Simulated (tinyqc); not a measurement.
# Memristor with linear dopant drift, Biolek window: effects of single changes

A film of thickness D has a doped share x: R = Ron x + Roff (1 - x), i = v/R, dx/dt = k i F with k = mv Ron/D^2 and F = 1 - x^(2 p) for i >= 0 and 1 - (x - 1)^(2 p) for i < 0. The drive is v = V0 sin(2 pi f t). The model has no threshold and no heating.

Values chosen for this exercise:

| symbol | value | unit | meaning |
|---|---|---|---|
| Ron | 500 | ohm | resistance of the fully doped film |
| Roff | 40000 | ohm | resistance of the undoped film |
| D | 10 | nm | film thickness |
| mv | 2.4e-14 | m^2/(V s) | dopant mobility |
| x0 | 0.31 |  | doped share at t = 0 |
| V0 | 0.7 | V | amplitude |
| p | 2 |  | window exponent |
| f | 4 | Hz | frequency |

Each table varies one quantity; the others keep the values above.

## Effect of the frequency on the first half period

The equation is integrated to convergence over the first half period; the lobe area is the integral of i dv, down branch less up branch.

Effect of the frequency on the first half period:
```
f (Hz)	x at half period	R0/R(half period)	peak i (uA)	lobe area (uW)
4	0.5987	1.697	32.00	3.884
6.8	0.4655	1.284	28.39	1.650
11	0.4022	1.151	27.00	0.8848
19	0.3620	1.080	26.19	0.4694
33	0.3395	1.044	25.76	0.2577
56	0.3272	1.025	25.53	0.1480
94	0.3202	1.015	25.41	0.08687
160	0.3160	1.009	25.33	0.05059
```

What does the comparison show?

As f goes from 4 to 160 Hz, x at half period falls from 0.599 to 0.316, the resistance ratio falls from 1.70 to 1.01 and the lobe area falls from 3.88 to 0.0506 uW. Between the last two rows the area goes as f^(-1.02): at high frequency too little charge passes, and the loop closes to the line of a fixed resistor.

## Effect of the amplitude on the first half period

Same model as above.

Results:
```
V0 (V)	x at half period	R0/R(half period)	peak i (uA)	lobe area (uW)
0.14	0.3593	1.075	5.228	0.01774
0.23	0.3928	1.134	8.808	0.08455
0.42	0.4690	1.292	17.08	0.6109
0.51	0.5081	1.393	21.44	1.199
0.61	0.5543	1.533	26.73	2.296
0.7	0.5987	1.697	32.00	3.884
```

Estimate the missing row, V0 = 0.33 V.

Computed row:
```
V0 (V)	x at half period	R0/R(half period)	peak i (uA)	lobe area (uW)
0.33	0.4319	1.210	13.03	0.2723
```

With this row back in the table: As V0 goes from 0.14 to 0.7 V, x at half period rises from 0.359 to 0.599, the resistance ratio rises from 1.08 to 1.70 and the lobe area rises from 0.0177 to 3.88 uW.

Computed by the program tinyqc: `OMP_NUM_THREADS=1 python tinyqc.py 2880009 2880010 out.jsonl`, one thread of a shared Intel Xeon 2.30GHz, about 0.2 s for the whole run.
